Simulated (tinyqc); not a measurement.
Relaxation at fixed composition: composition and strain of an epitaxial Si(1-x)Ge(x) layer from Raman and X-ray peaks. Computed by tinyqc, a small Python program. Command: `OMP_NUM_THREADS=1 python tinyqc.py 3020996 3020997 out.jsonl epiraman walk`. One thread of a shared host (Intel(R) Xeon(R) Processor @ 2.30GHz), about 0.01 s of CPU time with the checks.

A (001) layer, biaxially strained in the plane. The Raman peaks follow empirical lines omega = w0 + c1 x + c3 x^3 + b eps (c3 for Si-Ge alone), with eps the in-plane strain.

Inputs (values chosen for the exercise, modelled on silicon-germanium):

| quantity | value | unit |
|---|---|---|
| Ge fraction x | 0.66 | - |
| lattice constant of Si | 5.431 | angstrom |
| lattice constant of Ge | 5.658 | angstrom |
| bowing B | 0.028 | angstrom |
| 2 C12/C11 of Si | 0.774 | - |
| 2 C12/C11 of Ge | 0.756 | - |
| Si-Si: w0 | 521.2 | 1/cm |
| Si-Si: c1 | -65.4 | 1/cm |
| Si-Si: strain coefficient b | -728 | 1/cm |
| Ge-Ge: w0 | 280 | 1/cm |
| Ge-Ge: c1 | 19.2 | 1/cm |
| Ge-Ge: strain coefficient b | -449 | 1/cm |
| X-ray wavelength | 1.540598 | angstrom |

Substrate: germanium.

Method:
- Relaxed lattice constant a(x) = a_Si + (a_Ge - a_Si) x - B x (1 - x).
- In-plane constant a_par = a_sub + R (a(x) - a_sub); eps = a_par/a(x) - 1; eps_perp = -(2 C12/C11) eps with 2 C12/C11 linear in x; a_perp = a(x) (1 + eps_perp).
- (004) Bragg angle theta = arcsin(2 lambda/a), with a = a_perp for the layer and a_sub for the substrate; separation = layer less substrate. The apparent x is the one that a fully strained layer (R = 0) would need to give the same a_perp.

Signatures:

| R | eps (per mille) | Si-Si (1/cm) | Ge-Ge (1/cm) | a_perp (angstrom) | (004) separation (arcsec) | apparent x if R = 0 is assumed |
|---|---|---|---|---|---|---|
| 0.00 | 14.972 | 467.14 | 285.95 | 5.5109 | 3594.7 | 0.66000 |
| 0.15 | 12.726 | 468.77 | 286.96 | 5.5205 | 3354.4 | 0.68281 |
| 0.30 | 10.481 | 470.41 | 287.97 | 5.5300 | 3115.1 | 0.70551 |
| 0.50 | 7.486 | 472.59 | 289.31 | 5.5427 | 2797.6 | 0.73560 |
| 0.70 | 4.492 | 474.77 | 290.66 | 5.5555 | 2481.9 | 0.76550 |
| 0.85 | 2.246 | 476.40 | 291.66 | 5.5650 | 2246.2 | 0.78781 |
| 1.00 | 0.000 | 478.04 | 292.67 | 5.5745 | 2011.6 | 0.81001 |

Full relaxation moves the Si-Si peak by +10.90 per cm and shrinks the X-ray separation to 56 % of its strained value, about 1/(1 + 2 C12/C11). A symmetric reflection alone cannot part x from R: a relaxed layer read as strained gives x = 0.810 in place of 0.66. An asymmetric reflection or a second peak is needed.

Extremes, crossings and ranges named in words are read from the listed rows.
